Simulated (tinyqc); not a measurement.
Zigzag graphene nanoribbon in tight binding, step by step. Values are carried at full precision from step to step, so a last printed digit may differ when a step is redone from the rounded ones.

A zigzag ribbon of N chains, sites A1, B1, A2, ..., BN across it. For each k it is a chain with bonds -2t cos(k/2) (A_n to B_n) and -t (B_n to A_(n+1)), and +D, -D on A and B. A1 and BN are the edge sites; the Dirac points project to k = 2 pi/3.

Parameters, chosen for this exercise (near those used for graphene; not measured data):
```
symbol  value  unit      meaning
t       2.97   eV        hopping
N       3                zigzag chains
D       0.07   eV        sublattice potential, +D on A and -D on B
k       2.54             k times the period sqrt3 acc
acc     1.42   angstrom  bond length
```

## The chain at this k

Form the k-dependent bond and the matrix.

2 cos(k/2) = 0.59256

H(k) (eV), rows A1, B1, A2, B2, A3, B3 and columns alike:
```
[[0.0700, -1.7599, 0, 0, 0, 0],
 [-1.7599, -0.0700, -2.9700, 0, 0, 0],
 [0, -2.9700, 0.0700, -1.7599, 0, 0],
 [0, 0, -1.7599, -0.0700, -2.9700, 0],
 [0, 0, 0, -2.9700, 0.0700, -1.7599],
 [0, 0, 0, 0, -1.7599, -0.0700]]
```

An edge state of the finite ribbon needs 2 cos(k/2) < N/(N + 1) = 0.7500: it exists here.

## Levels and where the middle pair lives

Diagonalise H; average the weights of the two middle levels.

levels (eV): [-4.2588, -2.9353, -0.4418, 0.4418, 2.9353, 4.2588]

weights: A1 0.365, B1 0.022, A2 0.113, B2 0.113, A3 0.022, B3 0.365

The two edge sites hold 73.0 % of the middle pair, against 33.3 % for an even spread.

## The edge state from the half-plane solution

On a half plane the state lives on one sublattice with amplitudes (-x)^n, x = 2 cos(k/2): weight 1 - x^2 on the edge site, decay length -1.5 acc/ln x of the amplitude. The two edges mix to |E| = sqrt(D^2 + e^2), e about t x^N (1 - x^2).

edge weight = 0.6489
decay length = 4.070 angstrom
e = 0.4010 eV
|E| = 0.4070 eV

Diagonalising the chain of 6 sites gives |E| = 0.4418 eV; the estimate is -7.9 % from it, since it drops terms of order x^(2N).

## Checks

- Level at k = pi next to the edge pair against sqrt(t^2 + D^2): both 2.97082.

Program tinyqc; command `OMP_NUM_THREADS=1 python tinyqc.py 1480472 1480473 out.jsonl`; about 0.01 s on one thread of a shared Intel(R) Xeon(R) Processor @ 2.30GHz.
